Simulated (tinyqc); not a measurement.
Deep-level transient spectroscopy: one step of the calculation.

Schottky contact on an n-type layer with shallow donors Nd (all ionised) and a donor-like deep trap, neutral when filled and positive when empty; depletion approximation. Traps within lam of the depletion edge stay filled. A long pulse to Vp fills the traps beyond x1 = Wp - lam; back at Vr those between x1 and x2 = Wr - lam emit. A rate window reads S = C(t2) - C(t1).

Problem. The transient. W(t)^2 = Wr^2 + (Nt/Nd)(x2^2 - x1^2) exp(-en t), C = eps0 eps_r/W; for small Nt, dC/C = -(Nt/2 Nd) G exp(-en t) with G = (x2^2 - x1^2)/Wr^2. S = C(t2) - C(t1).

Values chosen for this exercise; material values close to those of silicon:

| symbol | value | unit | meaning |
|---|---|---|---|
| eps_r | 11.8 |  | relative permittivity |
| Nd | 9.8e14 | cm^-3 | shallow donor density |
| Nt | 1.4e14 | cm^-3 | trap density |
| t1 | 2 | ms | first sampling time |
| t2 | 8 | ms | second sampling time |

Constants: eps0 = 8.8541878128e-14 F/cm where lengths are in cm. Results are converted to the units shown.

```
sample,t (ms)
0,0
1,1
2,2
3,5
4,8
5,16
6,40
```

en = 79.402656 1/s
Wr = 2618.2118 nm
G = (x2^2 - x1^2)/Wr^2 = 0.70741005

Wanted: C; C - C(final); S.

Solution.

```
sample,C (nF/cm^2),C - C(final) (pF/cm^2)
0,3.8030,-187.54
1,3.8163,-174.14
2,3.8288,-161.65
3,3.8615,-129.03
4,3.8878,-102.72
5,3.9351,-55.42
6,3.9821,-8.39
```

S = 58.924 pF/cm^2

Range of the model: With Nt above a tenth of Nd the edge x2 moves during the transient, which this model holds fixed, and the transient is not a plain exponential.

Numbers from tinyqc (`OMP_NUM_THREADS=1 python tinyqc.py 2050119 2050120 out.jsonl`; about 0.01 s on one thread of a shared Intel Xeon 2.30GHz).
